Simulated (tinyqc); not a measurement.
# Worked calculation: surface potential of a MOS transistor: implicit equation and explicit approximations

Numbers from tinyqc (`OMP_NUM_THREADS=1 python tinyqc.py 2122202 2122203 out.jsonl`; about 0.01 s on one thread of a shared Intel Xeon 2.30GHz). Printed values are rounded.

p-type body, charge-sheet picture, depletion and inversion only, full ionisation (an idealisation for deep acceptors), Boltzmann statistics (rough once Na exp(x - xn) passes about Nc/7). In units of Vt: xg = (Vg - Vfb)/Vt, x = psi/Vt, G = gamma/sqrt(Vt), xn = (2 phiF + Vc)/Vt. The implicit equation is (xg - x)^2 = G^2 [x - 1 + exp(x - xn)] for x above about 3. Cox = eps0 eox/tox.

Inputs (values chosen for the exercise); band and dielectric values close to those of silicon:
- T = 400 K (temperature)
- Eg = 1.12 eV (band gap)
- eps_r = 11.5 (relative permittivity)
- Nc = 4.28e19 cm^-3 (conduction-band density of states at T)
- Nv = 4.1e19 cm^-3 (valence-band density of states at T)
- eox = 3.9 (relative permittivity of the gate insulator (close to silicon dioxide))
- tox = 1.3 nm (insulator thickness)
- Na = 1.1e17 cm^-3 (acceptor density)
- Vfb = -0.74 V (flat-band voltage)
- Vc = 0 V (channel-body voltage)
- Vg = 0.15 V (gate-body voltage)

Constants: q = 1.602176634e-19 C, kB = 1.380649e-23 J/K, Vt = kB T/q, eps0 = 8.8541878128e-14 F/cm where lengths are in cm. Results are converted to the units shown.

## Scales

ni = sqrt(Nc Nv) exp(-Eg/(2 Vt)), Eg in volts; phiF = Vt ln(Na/ni); gamma = sqrt(2 q eps0 eps_r Na)/Cox; VT = Vfb + Vt (xn + G sqrt(xn - 1)).

phiF = 0.3551718 V
gamma = 0.07132140 V^0.5
G = 0.3841523
xn = 20.60799
VT = 0.02897814 V
xg = 25.82005

## Explicit approximation

Depletion value a = 1 + [sqrt(G^2/4 + xg - 1) - G/2]^2; inversion value b = xn + ln[(xg - xn)^2/G^2 - xn + 1] and first guess y = min(a, b) - ln(1 + exp(-|a - b|)) if a > xn + 1, else b = y = a; one second-order correction with D = exp(y - xn), p = 2 (xg - y) + G^2 (1 + D), w = (xg - y)^2 - G^2 (y - 1 + D): z = y + 2 w/(p + sqrt(p^2 - 2 (2 - G^2 D) w)), or the Newton step z = y + w/p where the root is not real.

a = 23.97858
b = 25.71075
y = 23.81570
p = 7.804629
w = -2.997879
z = 23.41459

The root of the implicit equation is x = 23.4194; y misses it by 0.40 and z by -0.0048, in units of Vt.

## Starting value

x = a rounded to two decimals.

x at the start = 23.98

## Iteration 1: new x

D = exp(x - xn), f = (xg - x)^2 - G^2 (x - 1 + D), f' = -2 (xg - x) - G^2 (1 + D), x(new) = x - f/f'.

D = 29.13701
f = -4.305267
f' = -8.127514
x after iteration 1 = 23.45028

## Iteration 2: new x

As before.

D = 17.15508
f = -0.2288799
f' = -7.418734
x after iteration 2 = 23.41943

## Iteration 3: new x

As before.

D = 16.63389
f = -2.407110e-4
f' = -7.403525
x after iteration 3 = 23.41940

## Course of the iteration

Stop when the step is below 1e-11, or after 60 iterations.

Course of the iteration:
```
iteration  x before the step       step
1                      23.98     -0.530
2                   23.45028    -0.0309
3                   23.41943   -3.25e-5
4                   23.41940  -3.25e-11
5                   23.41940          0
```

Converged in 5 iterations.

## Potential, charges and gate control

converged x = 23.41940

psi = Vt x; N_dep = Cox Vt G sqrt(x - 1)/q; N_inv = (Cox Vt G/q) [sqrt(x - 1 + exp(x - xn)) - sqrt(x - 1)]; dpsi/dVg = 1/[1 + G^2 (1 + exp(x - xn))/(2 (xg - x))].

psi = 0.8072511 V
N_dep = 1.039460e12 cm^-2
N_inv = 3.3244e11 cm^-2
dpsi/dVg = 0.6485172

psi lies 2.8 Vt above 2 phiF + Vc.
